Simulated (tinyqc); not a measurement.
Inside a calculation. Method: UHF in the sto-3g basis, for H6, spin multiplicity 1. This run ends on a higher stationary point, not on the lowest solution. One step of it, computed by the program tinyqc.

Problem. Iteration 25 (converged): orbitals. Diagonalise F' = X^T F X, C = X C', fill 3 alpha and 3 beta electrons from the bottom; D(s) = C_occ C_occ^T. Each column has its largest component positive (the first on a tie).

converged F(alpha) (hartree), lower triangle:
```
           1H 1s      2H 1s      3H 1s      4H 1s      5H 1s      6H 1s
1H 1s  -0.190211
2H 1s  -0.397540  -0.206563
3H 1s  -0.038323  -0.146709  -0.206977
4H 1s   0.007340  -0.037871  -0.396360  -0.207246
5H 1s   0.000802  -0.000793  -0.037869  -0.146753  -0.206737
6H 1s  -0.001660   0.000803   0.007346  -0.038315  -0.397538  -0.190045
```

converged F(beta) (hartree), lower triangle:
```
           1H 1s      2H 1s      3H 1s      4H 1s      5H 1s      6H 1s
1H 1s  -0.190045
2H 1s  -0.397538  -0.206737
3H 1s  -0.038315  -0.146753  -0.207246
4H 1s   0.007346  -0.037869  -0.396360  -0.206977
5H 1s   0.000803  -0.000793  -0.037871  -0.146709  -0.206563
6H 1s  -0.001660   0.000802   0.007340  -0.038323  -0.397540  -0.190211
```

X:
```
               1          2          3          4          5         6
1H 1s   0.392303  -0.614037  -0.519228  -0.395688   0.405616  0.232013
2H 1s  -0.552034   0.662819   0.362693  -0.262136   0.424897  0.315056
3H 1s   0.734351  -0.162293   0.550028   0.426498   0.102722  0.408894
4H 1s  -0.734351  -0.162293  -0.550028   0.426498  -0.102722  0.408894
5H 1s   0.552034   0.662819  -0.362693  -0.262136  -0.424897  0.315056
6H 1s  -0.392303  -0.614037   0.519228  -0.395688  -0.405616  0.232013
```

Give: F' = X^T F X; orbital energies; coefficients C; F' = X^T F X; orbital energies; coefficients C; D(alpha) after iteration 25; D(beta) after iteration 25.

Solution.

F' = X^T F X (alpha) (hartree), lower triangle:
```
         1       2       3        4        5        6
1   0.4896
2   0.0000  0.3543
3  -0.0064  0.0000  0.2241
4   0.0001  0.0350  0.0000  -0.3692
5   0.0243  0.0001  0.0214   0.0000  -0.4336
6   0.0000  0.0163  0.0001   0.0000   0.0000  -0.4865
```

orbital energies (alpha) (hartree): MO1 -0.4868, MO2 -0.4349, MO3 -0.3709, MO4 0.2247, MO5 0.3563, MO6 0.4904

coefficients C (alpha):
```
          MO1      MO2      MO3      MO4      MO5      MO6
1H 1s  0.2417   0.4121  -0.3672  -0.4971  -0.6276   0.4139
2H 1s  0.3003   0.4274  -0.2956   0.3650   0.6553  -0.5488
3H 1s  0.4142   0.0653   0.4310   0.5685  -0.1336   0.7246
4H 1s  0.4145  -0.0652   0.4312  -0.5684  -0.1337  -0.7244
5H 1s  0.3007  -0.4272  -0.2959  -0.3648   0.6555   0.5486
6H 1s  0.2419  -0.4116  -0.3673   0.4971  -0.6280  -0.4138
```

F' = X^T F X (beta) (hartree), lower triangle:
```
         1        2        3        4        5        6
1   0.4896
2   0.0000   0.3543
3  -0.0064   0.0000   0.2241
4  -0.0001   0.0350   0.0000  -0.3692
5   0.0243  -0.0001   0.0214   0.0000  -0.4336
6   0.0000   0.0163  -0.0001   0.0000   0.0000  -0.4865
```

orbital energies (beta) (hartree): MO1 -0.4868, MO2 -0.4349, MO3 -0.3709, MO4 0.2247, MO5 0.3563, MO6 0.4904

coefficients C (beta):
```
          MO1      MO2      MO3      MO4      MO5      MO6
1H 1s  0.2419  -0.4116  -0.3673   0.4971  -0.6280  -0.4138
2H 1s  0.3007  -0.4272  -0.2959  -0.3648   0.6555   0.5486
3H 1s  0.4145  -0.0652   0.4312  -0.5684  -0.1337  -0.7244
4H 1s  0.4142   0.0653   0.4310   0.5685  -0.1336   0.7246
5H 1s  0.3003   0.4274  -0.2956   0.3650   0.6553  -0.5488
6H 1s  0.2417   0.4121  -0.3672  -0.4971  -0.6276   0.4139
```

D(alpha) after iteration 25, lower triangle:
```
         1H 1s    2H 1s    3H 1s    4H 1s   5H 1s   6H 1s
1H 1s   0.3631
2H 1s   0.3572   0.3602
3H 1s  -0.0312   0.0249   0.3616
4H 1s  -0.0850  -0.0308   0.3533   0.3620
5H 1s   0.0053  -0.0048  -0.0309   0.0249  0.3605
6H 1s   0.0237   0.0053  -0.0850  -0.0313  0.3572  0.3628
```

D(beta) after iteration 25, lower triangle:
```
         1H 1s    2H 1s    3H 1s    4H 1s   5H 1s   6H 1s
1H 1s   0.3628
2H 1s   0.3572   0.3605
3H 1s  -0.0313   0.0249   0.3620
4H 1s  -0.0850  -0.0309   0.3533   0.3616
5H 1s   0.0053  -0.0048  -0.0308   0.0249  0.3602
6H 1s   0.0237   0.0053  -0.0850  -0.0312  0.3572  0.3631
```
